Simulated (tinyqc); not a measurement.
Rapid thermal processing of a wafer: radiative balance, ramp and cooling, pattern effects, pyrometer error and spike budget: one step, computed by the program tinyqc.

The wafer is opaque and uniform through its thickness unless said otherwise; temperatures in formulas are in kelvin (C + 273.15). sigma = 5.670374419e-12 W/(cm^2 K^4).

Question. Power to hold and to ramp. Effective emissivity between parallel grey plates: eps_eff = 1/(1/eps + 1/(1 - r) - 1). Loss per area q(T) = 2 eps_eff sigma (T^4 - T_w^4) + h (T - T_w). Absorbed power during a ramp = q(T) + C d x ramp rate; thermal time constant tau = C d/(dq/dT), dq/dT = 8 eps_eff sigma T^3 + h; natural cooling rate q/(C d); front-to-back difference under one-sided heating at the end of the ramp = (absorbed power) d/(2 k).

Inputs (values chosen for the exercise, modelled on a hot silicon wafer):
```
quantity,value,unit
wafer thickness d,725,micrometre
heat capacity per volume C,2.07,J/(cm^3 K)
thermal conductivity k,0.26,W/(cm K)
emissivity eps of each face,0.59,-
reflectivity of the chamber walls r,0.58,-
"gas heat-transfer coefficient h, both faces together",1.4,mW/(cm^2 K)
wall temperature T_w,300,K
process temperature,699,C
ramp rate,39,K/s
```

Give: eps_eff; holding power q; power at the end of the ramp; dq/dT; time constant tau; natural cooling rate; front-to-back difference.

Answer.

eps_eff = 0.32511

holding power q = 4.2043 W/cm^2

power at the end of the ramp = 10.057 W/cm^2

dq/dT = 14.950 mW/(cm^2 K)

time constant tau = 10.039 s

natural cooling rate = 28.014 K/s

front-to-back difference = 1.4022 K

Radiation carries 78 % of the loss. The ramp needs 2.4 times the holding power.
